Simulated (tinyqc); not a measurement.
Worked calculation: special k points of the fcc lattice. Values are carried at full precision from step to step, so a last printed digit may differ when a step is redone from the rounded ones.

Lattice vectors in units of a: a1 = (0, 1/2, 1/2), a2 = (1/2, 0, 1/2), a3 = (1/2, 1/2, 0); reciprocal vectors b_i with a_i . b_j = 2 pi delta_ij. Mesh: k = sum_i f_i b_i with f_i = (2 j_i + shift)/(2 N), j_i = 0 .. N-1. The point group of the lattice has 48 operations; only those that map the mesh onto itself are used.

Inputs chosen for the exercise (the lattice of Si, GaAs, Cu and Al; not measured data):
```
symbol  value  unit  meaning
N       3            points along each reciprocal vector
shift   1            half steps
D       1.16   eV    half gap term
t       0.26   eV    coupling
e0      1.58   eV    offset
```

## Irreducible points and weights

Join points that an operation carries into one another (modulo reciprocal vectors); list each class by its first point in the order of (j1, j2, ...).

Irreducible points:
```
f1          f2      f3  weight
0.1667  0.1667  0.1667       2
0.1667  0.1667  0.5000       6
0.1667  0.1667  0.8333       6
0.1667  0.5000  0.5000       6
0.1667  0.5000  0.8333       6
0.5000  0.5000  0.5000       1
```

operations that keep the mesh = 12
irreducible points = 6

The weights add up to 27 = N^3; symmetry saves a factor 4.5. The shift breaks the symmetry of the lattice: only 12 of 48 operations keep the mesh.

## Which stars the mesh integrates

A_m(k) = sum over the m-th star of lattice vectors R of cos(k . R), stars in order of length: m = 1: |R|^2 = 0.5, 12 vectors, such as (1, 0, 0) in the basis a_i; m = 2: |R|^2 = 1, 6 vectors, such as (1, 1, -1) in the basis a_i; m = 3: |R|^2 = 1.5, 24 vectors, such as (2, 0, -1) in the basis a_i; m = 4: |R|^2 = 2, 12 vectors, such as (2, 0, 0) in the basis a_i; m = 5: |R|^2 = 2.5, 24 vectors, such as (2, 1, -1) in the basis a_i; m = 6: |R|^2 = 3, 8 vectors, such as (3, -1, -1) in the basis a_i. The zone mean of every A_m is zero.

Lattice vectors in units of a: a1 = (0, 1/2, 1/2), a2 = (1/2, 0, 1/2), a3 = (1/2, 1/2, 0); f are fractions of the reciprocal vectors. Evaluate the first six A_m at each irreducible point (k . R = 2 pi sum f_i n_i) and form the weighted means.

A_m at the points, rows 1, 2, 3, 4, 5, 6; columns m=1, m=2, m=3, m=4, m=5, m=6:
```
[[9.000, 3.000, 9.000, 3.000, 0.000, 1.000],
 [0.000, -3.000, 0.000, 0.000, 0.000, 4.000],
 [3.000, 0.000, -6.000, -3.000, 0.000, -2.000],
 [-3.000, 3.000, -3.000, 3.000, 0.000, 1.000],
 [-3.000, 0.000, 6.000, -3.000, 0.000, -2.000],
 [0.000, -6.000, 0.000, 12.000, 0.000, -8.000]]
```

weighted means: m=1 0.000, m=2 0.000, m=3 0.000, m=4 0.000, m=5 0.000, m=6 0.000

All six means vanish: the mesh is exact for functions whose Fourier series ends within these stars.

## A zone average from the irreducible points

Test function, the lower band of a two-band insulator: E(k) = -sqrt(D^2 + (e0 - t A_1(k))^2).

Lattice vectors in units of a: a1 = (0, 1/2, 1/2), a2 = (1/2, 0, 1/2), a3 = (1/2, 1/2, 0). Evaluate E at each point and take the weighted mean; the reference uses the unshifted mesh with N = 24.

E at the points (eV): [-1.3868, -1.9601, -1.4091, -2.6297, -2.6297, -1.9601]

weighted mean = -2.0928 eV
reference mean = -2.0916 eV

The error is -1.16 meV with 6 points.

## Checks

- Weighted mean over irreducible points against the plain mean over the whole mesh (eV): both -2.092782.
- Reference mean against a mesh of N = 30 (eV): both -2.0916.

Computed by tinyqc, a small Python program: `OMP_NUM_THREADS=1 python tinyqc.py 1680798 1680799 out.jsonl` (the numbers bound the seed that draws the inputs); one thread of a shared host (Intel(R) Xeon(R) Processor @ 2.30GHz), about 0.1 s for the whole set of steps.
